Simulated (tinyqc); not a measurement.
Donor or exciton in a quantum well (variational effective-mass method): one step, computed by the program tinyqc.

H = -nabla^2 - 2/|r - r_i| + V(z) in effective units; trial function psi = f(z) exp(-|r - r_i|/lambda), f the ground state of the well. Mass and screening are the same in well and barrier; l = L/a* is the width in effective units. Bands are flat: no polarisation or applied field.

Task: Best radius. k solves k tan(k l/2) = sqrt(v - k^2), v = V_0/Ry*, 0 < k l/2 < pi/2 (bisection); f = cos(k z) inside and cos(k l/2) exp(-kappa (|z| - l/2)) outside, kappa = sqrt(v - k^2); subband energy k^2 Ry*. Binding E_b(lambda) = -1/lambda^2 + 4 A/(lambda B), with A = int f^2 exp(-2 s/lambda) dz, B = int f^2 exp(-2 s/lambda)(1 + 2 s/lambda) dz and s = |z - z_i|; 40 Gauss-Legendre points on each piece between the walls at z = -l/2 and l/2 and z_i, and out to 12/(kappa + 1/lambda) beyond the walls. Golden-section search for the maximum over lambda from 0.3 to 4, 40 steps.

Inputs (values chosen for the exercise, modelled on GaAs): donor position z_i/L from the centre = 0.5; barrier height V_0 = 0.18 eV.

Centre: donor. Barriers: finite.

l = 0.7703882

Ry* = 5.555547 meV

a* = 10.12477 nm

Give: best lambda; binding in Ry*; binding energy; radius lambda a*.

Result:

best lambda = 1.101 a*

binding in Ry* = 1.481

binding energy = 8.225 meV

radius lambda a* = 11.15 nm

Confinement changes the binding by a factor 1.481 against the bulk value (with finite barriers it peaks in a narrow well and returns to 1 as L tends to 0, and away from the walls of a wide well it tends to 1).
